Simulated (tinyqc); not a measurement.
CID on RHF in the cc-pvdz basis, for He, spin multiplicity 1, step by step. One step of it, computed by the program tinyqc.

Problem. CID: determinants and Hamiltonian. Slater-Condon rules over spin orbitals, with the nuclear repulsion added and E(HF) subtracted on the diagonal. Only determinants linked to the reference directly or through others are kept (one block of an abelian symmetry group), so some states are absent.

one-electron integrals over orbitals h = C^T H C (hartree), lower triangle:
```
           1          2         3         4         5
1  -1.941013
2   0.316447  -0.090238
3   0.000000   0.000000  0.784997
4   0.000000   0.000000  0.000000  0.784997
5   0.000000   0.000000  0.000000  0.000000  0.784997
```

Two-electron integrals over orbitals (pq|rs), unique and non-zero (hartree):
```
(11|11) 1.026865    (21|11) -0.316447   (21|21) 0.227505    (22|11) 0.857592
(22|21) -0.255195   (22|22) 0.765495    (31|31) 0.183149    (32|31) -0.025386
(32|32) 0.028529    (33|11) 0.961262    (33|21) -0.230485   (33|22) 0.774953
(33|33) 1.040531    (41|41) 0.183149    (42|41) -0.025386   (42|42) 0.028529
(43|43) 0.063706    (44|11) 0.961262    (44|21) -0.230485   (44|22) 0.774953
(44|33) 0.913119    (44|44) 1.040531    (51|51) 0.183149    (52|51) -0.025386
(52|52) 0.028529    (53|53) 0.063706    (54|54) 0.063706    (55|11) 0.961262
(55|21) -0.230485   (55|22) 0.774953    (55|33) 0.913119    (55|44) 0.913119
(55|55) 1.040531
```

nuclear repulsion = 0 hartree

Hartree-Fock energy = -2.85516048 hartree

Give: determinants; H - E(HF) between determinants.

Solution.

Occupation strings over the orbitals (2 doubly, a alpha, b beta, 0 empty; spin orbitals ordered 1a 1b 2a 2b ...): 20000 02000 00200 00020 00002

H - E(HF) between determinants (hartree), lower triangle:
```
       20000  02000  00200  00020  00002
20000  0.000
02000  0.228  3.440
00200  0.183  0.029  5.466
00020  0.183  0.029  0.064  5.466
00002  0.183  0.029  0.064  0.064  5.466
```
